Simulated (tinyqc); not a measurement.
What each parameter does: pair of shallow donors (hydrogen-like orbitals).

Each donor has the orbital exp(-r/a); energy unit Ha* = q/(eps a), q = e^2/(4 pi eps0), so that a lone donor is bound by Ha*/2; x = R/a. One electron: S = (1 + x + x^2/3) exp(-x), j = 1/x - (1 + 1/x) exp(-2x), k = (1 + x) exp(-x); levels E(+/-) = -1/2 - (j +/- k)/(1 +/- S) in Ha*, without the repulsion of the ions, split by D = |E(-) - E(+)|. In six valleys the overlaps S and k are multiplied by v = [cos(K Rx) + cos(K Ry) + cos(K Rz)]/3, K = k0 (2 pi/a_lat), for isotropic envelopes and the symmetric valley state.

Two electrons, Heitler-London: with S' = (1 - x + x^2/3) exp(x), C = 1/x - exp(-2x)(1/x + 11/8 + 3x/4 + x^2/6), X = (1/5){exp(-2x)(25/8 - 23x/4 - 3x^2 - x^3/3) + (6/x)[S^2 (0.5772157 + ln x) + S'^2 Ei(-4x) - 2 S S' Ei(-2x)]}, Q = C - 2j + 1/x and A = X - 2 S k + S^2/x, the singlet and triplet lie at (Q +/- w A)/(1 +/- w S^2) from two lone donors, with the valley weight w = v^2; the exchange is J = triplet - singlet.

Constants: e^2/(4 pi eps0) = 14.39964547 eV angstrom.

Values chosen for the exercise (near those of two donors in Si; not measured data): a = 19.2 angstrom (orbital radius); eps = 11.2 (dielectric constant); n = (15, 0, 0) a_lat (separation vector); a_lat = 5.431 angstrom (lattice constant); k0 = 0.852 2 pi/a_lat (valley position).

x, D = |E(-) - E(+)| and J.

One parameter was then changed.

Results before and after:

| case | x | D (meV) | J (micro-eV) |
|---|---|---|---|
| base | 4.243 | 3.692 | 500 |
| changed | 4.709 | 2.882 | 275 |

Which of these changes was made? (a) k0 = 0.832 2 pi/a_lat; (b) n = (16, 0, 0) a_lat; (c) eps = 12.3; (d) a = 17.3 angstrom.

Answer: (d) a = 17.3 angstrom. Of the candidates, run in turn, only this one gives the changed row.

All candidates:

| case | x | D (meV) | J (micro-eV) |
|---|---|---|---|
| base | 4.243 | 3.692 | 500 |
| a = 17.3 angstrom | 4.709 | 2.882 | 275 |
| eps = 12.3 | 4.243 | 3.362 | 456 |
| k0 = 0.832 2 pi/a_lat | 4.243 | 1.683 | 106 |
| n = (16, 0, 0) a_lat | 4.526 | 1.798 | 120 |

Program tinyqc; command `OMP_NUM_THREADS=1 python tinyqc.py 1282194 1282195 out.jsonl`; about 0.01 s on one thread of a shared Intel(R) Xeon(R) Processor @ 2.30GHz.
